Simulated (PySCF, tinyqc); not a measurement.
Inside a calculation. Method: RHF in the sto-6g basis, for H4, spin multiplicity 1. The lowest restricted solution is unstable here: a spin-polarised one lies 0.1382 hartree lower (PySCF). One step of it, computed by the program tinyqc.

Task: Iteration 2 (converged): orbitals. Diagonalise F' = X^T F X, C = X C', fill 2 alpha and 2 beta electrons from the bottom; D = 2 C_occ C_occ^T. Each column has its largest component positive (the first on a tie).

Fock matrix F (hartree):
```
           1H 1s      2H 1s      3H 1s      4H 1s
1H 1s  -0.145677  -0.307173  -0.106953  -0.071720
2H 1s  -0.307173  -0.145677  -0.071720  -0.106953
3H 1s  -0.106953  -0.071720  -0.145677  -0.307173
4H 1s  -0.071720  -0.106953  -0.307173  -0.145677
```

X:
```
           1H 1s      2H 1s      3H 1s      4H 1s
1H 1s   1.034281  -0.130260  -0.077210  -0.004364
2H 1s  -0.130260   1.034281  -0.004364  -0.077210
3H 1s  -0.077210  -0.004364   1.034281  -0.130260
4H 1s  -0.004364  -0.077210  -0.130260   1.034281
```

Give: F' = X^T F X; orbital energies; coefficients C; D after iteration 2.

Result:

F' = X^T F X (hartree):
```
         1        2        3        4
1  -0.0605  -0.2863  -0.0779  -0.0025
2  -0.2863  -0.0605  -0.0025  -0.0779
3  -0.0779  -0.0025  -0.0605  -0.2863
4  -0.0025  -0.0779  -0.2863  -0.0605
```

orbital energies (hartree): MO1 -0.4272, MO2 -0.2663, MO3 0.1505, MO4 0.3012

coefficients C:
```
          MO1      MO2      MO3      MO4
1H 1s  0.4112   0.4928   0.5458   0.6187
2H 1s  0.4112   0.4928  -0.5458  -0.6187
3H 1s  0.4112  -0.4928   0.5458  -0.6187
4H 1s  0.4112  -0.4928  -0.5458   0.6187
```

D after iteration 2:
```
         1H 1s    2H 1s    3H 1s    4H 1s
1H 1s   0.8239   0.8239  -0.1475  -0.1475
2H 1s   0.8239   0.8239  -0.1475  -0.1475
3H 1s  -0.1475  -0.1475   0.8239   0.8239
4H 1s  -0.1475  -0.1475   0.8239   0.8239
```
